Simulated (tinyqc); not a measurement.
Inputs raised by 2 %, one at a time: field-effect mobility of a thin-film transistor with band-tail and deep states (multiple trapping). Computed by tinyqc, a small Python program. Command: `OMP_NUM_THREADS=1 python tinyqc.py 3010119 3010120 out.jsonl tft sens`. One thread of a shared host (Intel(R) Xeon(R) Processor @ 2.30GHz), about 0.2 s of CPU time with the checks.

A thick film in accumulation at small drain voltage. Only free electrons move; trapped ones still screen the gate. N_c and mu_0 are held fixed when T changes, leaving out the T^(3/2) growth of N_c. x = E_0 - psi is the distance of the Fermi level below the band edge.

Inputs (values chosen for the exercise, modelled on nanocrystalline ZnO):

| quantity | value | unit |
|---|---|---|
| permittivity eps | 8.5 | - |
| effective density of states N_c | 4.1e+18 | 1/cm^3 |
| band mobility mu_0 | 33 | cm^2/(V s) |
| tail density at the edge g_t | 1.8e+20 | 1/(eV cm^3) |
| tail width E_t | 62 | meV |
| deep-state density g_d | 3.2e+15 | 1/(eV cm^3) |
| flat-band Fermi level below the edge, E_0 | 0.48 | eV |
| equivalent oxide thickness t | 37 | nm |
| surface band bending psi_s as a fraction of E_0 | 0.83 | - |
| temperature T | 350 | K |

Deep states: included.

Constants: k_B = 8.617333262e-05 eV/K; e = 1.602176634e-19 C; eps_0 = 8.8541878128e-12 F/m.

Method:
- F_j(eta) = int_0^infinity x^j/(1 + exp(x - eta)) dx, without a gamma-function factor.
- Integrals over x = E/(k_B T) use 160 Gauss-Legendre points in u = sqrt(x) from 0 to sqrt(max(eta, 0) + 32).
- Free n(x) = N_c (2/sqrt(pi)) F_1/2(-x/k_B T), with F_1/2 from its two-term series in exp(-x/k_B T) for x >= 12 k_B T; tail n_t(x) = int_0^1.2eV g_t exp(-E/E_t)/(1 + exp((x - E)/k_B T)) dE, E counted down from the edge, 120 Gauss-Legendre points; deep charge g_d psi; space charge rho(psi) = n + n_t + g_d psi less its value at psi = 0.
- Poisson: F(psi) = sqrt((2 e/(eps eps_0)) int_0^psi rho dpsi'); V_G - V_FB = psi_s + eps F(psi_s) t/3.9; free sheet density N_f = int (n - n(E_0))/F dpsi; induced sheet density N_i = eps eps_0 F(psi_s)/e; trapezoid rule on 301 even points in psi, the first interval left out of N_f.
- mu_eff = mu_0 N_f/N_i; field-effect mobility mu_FE = mu_0 e (dN_f/dV_G)/C_ox and swing S = dV_G/dlog10(N_f), by a central difference of +/- 2 mV in psi_s; C_ox = 3.9 eps_0/t.

Runs:

| input moved | from | to | effective mobility mu_eff (cm^2/(V s)) | swing S (mV/decade) | free sheet density N_f (1/cm^2) | field-effect mobility mu_FE (cm^2/(V s)) |
|---|---|---|---|---|---|---|
| base run | - | - | 0.66464 | 2048.9 | 3.1945e+10 | 2.0346 |
| effective density of states N_c (1/cm^3) | 4.1e+18 | 4.182e+18 | 0.67760 | 2051.1 | 3.2578e+10 | 2.0727 |
| band mobility mu_0 (cm^2/(V s)) | 33 | 33.66 | 0.67793 | 2048.9 | 3.1945e+10 | 2.0753 |
| tail width E_t (meV) | 62 | 63.24 | 0.62930 | 2054.5 | 3.1003e+10 | 1.9692 |
| deep-state density g_d (1/(eV cm^3)) | 3.2e+15 | 3.264e+15 | 0.66462 | 2048.9 | 3.1944e+10 | 2.0346 |
| equivalent oxide thickness t (nm) | 37 | 37.74 | 0.66464 | 2088.0 | 3.1945e+10 | 2.0364 |
| temperature T (K) | 350 | 357 | 0.70931 | 2107.6 | 3.4314e+10 | 2.1246 |
| permittivity eps | 8.5 | 8.67 | 0.66464 | 2068.4 | 3.2263e+10 | 2.0355 |

Exponents ln(y'/y) / ln(x'/x):

| input | effective mobility mu_eff | swing S | free sheet density N_f | field-effect mobility mu_FE |
|---|---|---|---|---|
| effective density of states N_c | 0.975 | 0.054 | 0.991 | 0.937 |
| band mobility mu_0 | 1.000 | 0.000 | 0.000 | 1.000 |
| tail width E_t | -2.759 | 0.138 | -1.511 | -1.649 |
| deep-state density g_d | -0.001 | 0.000 | -0.001 | 0.000 |
| equivalent oxide thickness t | 0.000 | 0.955 | 0.000 | 0.045 |
| temperature T | 3.285 | 1.426 | 3.613 | 2.186 |
| permittivity eps | 0.000 | 0.477 | 0.500 | 0.023 |

To which inputs is each result most sensitive?

Among the inputs moved here: effective mobility mu_eff answers most in size to temperature T (exponent +3.285), next to tail width E_t (-2.759); its exponent is below 0.0005 for equivalent oxide thickness t, permittivity eps. Its exponent +1.000 in band mobility mu_0: trapping only scales mu_0. Its exponent 0.000 in equivalent oxide thickness t: at fixed band bending the oxide does not enter. Swing S answers most in size to temperature T (exponent +1.426), next to equivalent oxide thickness t (+0.955); its exponent is below 0.0005 for band mobility mu_0, deep-state density g_d. Free sheet density N_f answers most in size to temperature T (exponent +3.613), next to tail width E_t (-1.511); its exponent is below 0.0005 for band mobility mu_0, equivalent oxide thickness t. Field-effect mobility mu_FE answers most in size to temperature T (exponent +2.186), next to tail width E_t (-1.649); its exponent is below 0.0005 for deep-state density g_d.
